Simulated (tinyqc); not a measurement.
Worked calculation: tight binding, honeycomb lattice. One step of it, computed by the program tinyqc.

Task: Levels at k. Diagonalise the Hermitian matrix.

H(k) at k (eV), order A, B:
```
[[0.070000, 0.833757+3.826963i],
 [0.833757-3.826963i, -0.070000]]
```

Give: eigenvalues; weights |c|^2 of the basis functions.

Result:

eigenvalues (eV): [-3.9174, 3.9174]

weights |c|^2 of the basis functions, order A, B:
```
[[0.4911, 0.5089],
 [0.5089, 0.4911]]
```
